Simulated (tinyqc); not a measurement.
Worked calculation: donor level screened by free carriers (Yukawa potential). Values are carried at full precision from step to step, so a last printed digit may differ when a step is redone from the rounded ones.

Screening wave number: Debye ks^2 = 4 pi q n/(eps kB T); Thomas-Fermi ks^2 = 6 pi q n/(eps EF) with EF = c (3 pi^2 n/gv)^(2/3)/m, c = hbar^2/2m0; the two are joined by 1/ks^2 = sqrt(1/ks_D^4 + 1/ks_TF^4). 1e18/cm^3 = 1e-6/angstrom^3, q = e^2/(4 pi eps0).

Constants: e^2/(4 pi eps0) = 14.39964547 eV angstrom; kB = 8.617333262e-05 eV/K; hbar^2/2m0 = 3.80998211 eV angstrom^2; Ry = 13.60569312 eV; a0 (Bohr radius) = 0.5291772105 angstrom.

Values chosen for the exercise (near those of a donor in 4H SiC, with one mean mass; shifted at random, so the results belong to these values and not to a real crystal):

| symbol | value | unit | meaning |
|---|---|---|---|
| m | 0.388 | m0 | mass |
| eps | 9.9 |  | dielectric constant |
| gv | 3 |  | valleys |
| T | 400 | K | temperature |
| n | 1.1 | x 1e18/cm^3 | free-carrier density |

## Units and screening length

Give Ry* = Ry m/eps^2, a* = a0 eps/m, EF, the three values of ks, and x = ks a*.

Ry* = 53.862 meV
a* = 13.50 angstrom
EF = 4.81 meV

ks: Debye, Thomas-Fermi, joined (1/angstrom): 0.02415  0.07915  0.02410

x = 0.3254

EF/kB T = 0.14, so the Debye value, the smaller one, controls the screening.

## One-parameter trial function

Potential -(q/(eps r)) exp(-ks r), q = e^2/(4 pi eps0). In units Ry* = Ry m/eps^2 and a* = a0 eps/m the problem is [-Laplacian - 2 exp(-x r)/r] psi = E psi with x = ks a*.

For exp(-z r): E(z) = z^2 - 8 z^3/(2z + x)^2 in Ry*. Scan z = 0.5, 0.6, ..., 1.1, then minimise; first order gives -1 + 2x.

Scan (Ry*):

| z | kinetic | potential | E |
|---|---|---|---|
| 0.5 | 0.2500 | -0.5693 | -0.3193 |
| 0.6 | 0.3600 | -0.7426 | -0.3826 |
| 0.7 | 0.4900 | -0.9217 | -0.4317 |
| 0.8 | 0.6400 | -1.1049 | -0.4649 |
| 0.9 | 0.8100 | -1.2910 | -0.4810 |
| 1.0 | 1.0000 | -1.4794 | -0.4794 |
| 1.1 | 1.2100 | -1.6696 | -0.4596 |

best z = 0.941
E = -0.4826 Ry*
binding = 25.99 meV

First order in x would give -0.349 Ry*, a rigid shift by q ks/eps; it overstates the loss of binding by 0.133 Ry*.

## Converged levels

Converged values use 18 functions exp(-z r), z = 1.55^i, i = -11 to 6: S = 2/A^3, H = z_i z_j S - 2/(A + x)^2, A = z_i + z_j.

The 1s and 2s levels and the mean radius.

1s = -0.4834 Ry*
binding = 26.04 meV
<r> = 22.0 angstrom
second root = 0.0000 Ry*

The trial function misses by 0.0008 Ry*. Screening leaves 48 % of the bare binding, 0.76 kB T. 2s is no longer bound (it unbinds at x = 0.310).

## Checks

- 1s at x = 0.5 against the known -0.29623 Ry*: both -0.29623.
- 1s at x = 0 against -1: both -1.00000.

tinyqc: `OMP_NUM_THREADS=1 python tinyqc.py 1251521 1251522 out.jsonl`; about 0.01 s, one thread, shared Intel(R) Xeon(R) Processor @ 2.30GHz.
